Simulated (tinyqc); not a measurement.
Two electrons on one impurity (helium-like model): one step. Unequal orbitals. Five cases, with inputs chosen for the exercise.

Problem. Evaluate the integrals and E.

Units Ha* = 2 Ry m/eps^2 and a* = a0 eps/m. One electron is bound by Z^2/2. Two electrons in the singlet built from exp(-a r) and exp(-b r): S = 8 (ab)^(3/2)/(a + b)^3, h_aa = a^2/2 - Z a, h_bb alike, h_ab = S (ab/2 - Z (a + b)/2), J = ab (a^2 + 3ab + b^2)/(a + b)^3, K = 20 (ab)^3/(a + b)^5, E = (h_aa + h_bb + 2 S h_ab + J + K)/(1 + S^2). For a = b this is a^2 - 2 Z a + 5a/8. Real double donors are deeper, since the central cell is left out.

Case 1.

Values chosen (out of a larger set: near those of impurities in Ge; not measured data): Z = 1.7 (effective charge (1: D- centre, 2: double donor; other values mimic a central cell)); ab = (1.92, 0.94) 1/a* (trial exponents a, b).

Case 2.

Values chosen (out of a larger set: near those of impurities in Si; not measured data): Z = 1 (effective charge (1: D- centre, 2: double donor; other values mimic a central cell)); ab = (0.98, 0.23) 1/a* (trial exponents a, b).

Case 3.

Values chosen (out of a larger set: near those of impurities in InP; not measured data): Z = 1 (effective charge (1: D- centre, 2: double donor; other values mimic a central cell)); ab = (1, 0.23) 1/a* (trial exponents a, b).

Case 4.

Values chosen (out of a larger set: near those of impurities in cubic GaN; not measured data): Z = 1 (effective charge (1: D- centre, 2: double donor; other values mimic a central cell)); ab = (1, 0.24) 1/a* (trial exponents a, b).

Case 5.

Values chosen (out of a larger set: near those of impurities in InP; not measured data): Z = 1 (effective charge (1: D- centre, 2: double donor; other values mimic a central cell)); ab = (1.09, 0.32) 1/a* (trial exponents a, b).

Give: S, h_aa, h_bb, h_ab, J, K; E.

Solution.

Case 1.

S, h_aa, h_bb, h_ab, J, K: 0.82915  -1.42080  -1.15620  -1.26745  0.77029  0.61445

E = -1.95205 Ha*

This lies 0.0269 Ha* below the best equal-orbital value -(Z - 5/16)^2.

Case 2.

S, h_aa, h_bb, h_ab, J, K: 0.48324  -0.49980  -0.20355  -0.23790  0.21496  0.08830

E = -0.51075 Ha*

This lies 0.0381 Ha* below the best equal-orbital value -(Z - 5/16)^2.

Case 3.

S, h_aa, h_bb, h_ab, J, K: 0.47421  -0.50000  -0.20355  -0.23710  0.21542  0.08643

E = -0.51154 Ha*

This lies 0.0389 Ha* below the best equal-orbital value -(Z - 5/16)^2.

Case 4.

S, h_aa, h_bb, h_ab, J, K: 0.49333  -0.50000  -0.21120  -0.24667  0.22376  0.09431

E = -0.51192 Ha*

This lies 0.0393 Ha* below the best equal-orbital value -(Z - 5/16)^2.

Case 5.

S, h_aa, h_bb, h_ab, J, K: 0.58789  -0.49595  -0.26880  -0.31194  0.29078  0.15229

E = -0.51163 Ha*

This lies 0.0390 Ha* below the best equal-orbital value -(Z - 5/16)^2.

Computed by tinyqc, one run a case: `OMP_NUM_THREADS=1 python tinyqc.py N N+1 out.jsonl` with N = 1282039, 1282070, 1282245, 1282260, 1282374; one thread of a shared Intel(R) Xeon(R) Processor @ 2.30GHz, about 0.06 s a run at most.
